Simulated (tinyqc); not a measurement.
MOS inversion layer, Poisson-Schroedinger loop: one step of the calculation.

Electrons confined at an insulator interface at z = 0, treated as a hard wall; parabolic valleys, Hartree approximation, no image or exchange terms. The depletion charge lies far deeper than the electrons and gives a uniform field q Nd/(eps0 eps_r); the gate balances all charge. Energies are counted from the band edge at the interface.

Question. Fermi level and occupations. Level k holds N_k = D_k Vt ln(1 + exp((EF - E_k)/Vt)) with D = 2 md1 m0 q/(pi hbar^2) for the set A, D = 4 md2 m0 q/(pi hbar^2) for the set B per eV (spin included); EF is fixed by sum N_k = Ns.

Inputs (values chosen for the exercise); masses and permittivity close to those of silicon (100):
```
symbol   value   unit                                   meaning
T          400      K                               temperature
md1      0.191     m0  in-plane density-of-states mass of set A
md2      0.424     m0  in-plane density-of-states mass of set B
Ns      1.3e12  cm^-2                sheet density of electrons
```

Constants: q = 1.602176634e-19 C, kB = 1.380649e-23 J/K, hbar = 1.054571817e-34 J s, m0 = 9.1093837015e-31 kg, Vt = kB T/q. Results are converted to the units shown.

levels (eV): A1 0.011107059, A2 0.018606969, B1 0.019304479, B2 0.033299267

Find: EF; N_k.

Answer.

EF = -0.10829 eV
N_k (cm^-2): A1 1.6955e11, A2 1.3680e11, B1 5.9535e11, B2 3.9830e11

Computed by the program tinyqc: `OMP_NUM_THREADS=1 python tinyqc.py 2160102 2160103 out.jsonl`, one thread of a shared Intel Xeon 2.30GHz, about 1 s for the whole run.
